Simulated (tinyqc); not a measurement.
From alignment C back to width sigma of the true defect charge: correction of a charged-defect supercell by a model charge and potential alignment (plane-averaged potentials). Computed by tinyqc, a small Python program. Command: `OMP_NUM_THREADS=1 python tinyqc.py 3110523 3110524 out.jsonl align inv`. One thread of a shared host (Intel(R) Xeon(R) Processor @ 2.30GHz), about 0.05 s of CPU time with the checks.

The "true" defect charge is (1 - x) q in a Gaussian of width sigma plus x q in one of width sigma_t, so the exact answer is known; the correction sees only a single model Gaussian of width sigma_m. A Gaussian of width s has the transform rho(G) = exp(-G^2 s^2/2), normalised to 1. A uniform background cancels q, so G = 0 is left out. Potentials are those felt by a unit positive charge. E_0 is the formation energy of the isolated defect, E_cell its value in the supercell, E_lat = E_iso - E_per of the model charge, C the true less the model potential far from the defect; the exact correction is E_0 - E_cell, and the error of a scheme is E_cell plus its correction less E_0.

Inputs (values chosen for the exercise, with screening close to that of Al2O3):
```
quantity                                     value      unit
defect charge q                                 -1         e
dielectric constant eps                       8.89         -
edge of the cubic cell L                      18.7  angstrom
width sigma_m of the model charge              1.3  angstrom
share x of the charge in a wide tail             0         -
width sigma_t of the tail                      2.8  angstrom
formation energy of the isolated defect E_0   2.49        eV
```

Constants: e^2/(4 pi eps_0) = 14.39964548 eV angstrom.

Method:
- Periodic energy E_per = (2 pi q^2/(eps L^3)) (e^2/(4 pi eps_0)) sum_(G != 0) rho(G)^2/G^2, G = (2 pi/L)(n1, n2, n3), |n_i| <= 16. Isolated energy: two Gaussians of charges q_a, q_b and widths a, b interact by q_a q_b (e^2/(4 pi eps_0 eps)) sqrt(2/pi)/sqrt(a^2 + b^2), and the self-energy is half the sum over pairs.
- Supercell value E_cell = E_0 + E_per - E_iso for the true charge.
- E_lat = E_iso - E_per for the model charge; point-charge value alpha q^2 e^2/(4 pi eps_0 eps 2 L) with alpha = 2.837297.
- Plane-averaged potential at distance z from the defect: V(z) = (4 pi q/(eps L^3)) (e^2/(4 pi eps_0 e)) sum_(m != 0) rho(G_m) cos(G_m z)/G_m^2, G_m = 2 pi m/L, |m| <= 40.
- C = difference at z = L/2; E_corr = E_cell + E_lat - q C. For charges that have died out at L/2, C = (2 pi q/(eps L^3)) (e^2/(4 pi eps_0 e)) (<s^2> - sigma_m^2), <s^2> = (1 - x) sigma^2 + x sigma_t^2.

Question. A run gave the result below. Find the width sigma of the true defect charge, known to lie between 0.99 and 2.6 angstrom.

alignment C = -0.0007695863 V

Answer.

Each step takes the trial c = (a f_b - b f_a)/(f_b - f_a), f being the result less the target and a, b, c the logarithms of the listed values; c replaces end b, the old b replaces a if the sign of f changed, and otherwise f_a is halved.

Scan of the range:
```
width sigma of the true defect charge (angstrom)  alignment C (V)
0.99                                                   0.00110485
1.16                                                   0.00053600
1.37                                                  -0.00029088
1.60                                                  -0.00135402
1.88                                                  -0.00287050
2.21                                                  -0.00497047
2.60                                                  -0.00787863
```

False position (Illinois rule, in the logarithm of the input) inside the bracket:
```
step    end a    end b    trial  alignment C (V)
1     1.37000  1.60000  1.46916     -7.29037e-04
2     1.60000  1.46916  1.47731     -7.66432e-04
3     1.60000  1.47731  1.47857     -7.72225e-04
4     1.47731  1.47857  1.47800     -7.69585e-04
5     1.47857  1.47800  1.47800     -7.69586e-04
```

Alignment C falls at every point of a 13-point scan of the range (every second point is shown), so one value fits; it is bracketed by 1.37 and 1.60. Answer: width sigma of the true defect charge = 1.478 angstrom.
